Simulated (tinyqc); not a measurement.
## Germanium share from the critical thickness

Problem. Critical thickness (Matthews-Blakeslee, 60-degree dislocations): h = bv (1 - nu/4)[ln(h/bv) + 1]/(4 pi e_par (1 + nu)), nu = c12/(c11 + c12). e_par = b1 x. Find e_par and x.

Inputs (values chosen for the exercise): lattice mismatch per unit x b1 = 0.0418; elastic constant c11 = 167 GPa; elastic constant c12 = 65.9 GPa; Burgers vector bv = 0.384 nm.

critical thickness = 5.1450063 nm

Answer. For given h the relation is explicit in the strain.

e_par = 1.547 %
x = 0.3700

Numbers from tinyqc (`OMP_NUM_THREADS=1 python tinyqc.py 2530043 2530044 out.jsonl`; about 0.01 s on one thread of a shared Intel Xeon 2.30GHz).
